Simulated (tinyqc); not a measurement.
From results back to parameters: conductance of a narrow metal strip with scatterers (square lattice, Green functions). Two cases, with inputs chosen for the exercise.

Problem. Boundaries with reflection R, a distance dg apart, add incoherently to the scattering in a one-dimensional channel: rho/rho0 = 1 + (lam/dg) R/(1 - R). The ratio comes from a hidden R.

Case 1.

Values chosen (out of a larger set: hopping and spacing of the size met in Cu or Al; the lattice is a model; not measured data): lam = 31 nm (bulk mean free path); dg = 30 nm (distance between boundaries).

rho/rho0 = 1.48627

Case 2.

Values chosen (out of a larger set: hopping and spacing of the size met in Cu or Al; the lattice is a model; not measured data): lam = 31 nm (bulk mean free path); dg = 25 nm (distance between boundaries).

rho/rho0 = 1.58353

Find: R; effective mean free path lam rho0/rho.

Solution. y = (rho/rho0 - 1) dg/lam = R/(1 - R), so R = y/(1 + y).

Case 1.

R = 0.320
effective mean free path lam rho0/rho = 20.86 nm

Case 2.

R = 0.320
effective mean free path lam rho0/rho = 19.58 nm

Computed by tinyqc, one run a case: `OMP_NUM_THREADS=1 python tinyqc.py N N+1 out.jsonl` with N = 1480535, 1480571; one thread of a shared Intel(R) Xeon(R) Processor @ 2.30GHz, about 0.01 s a run at most.
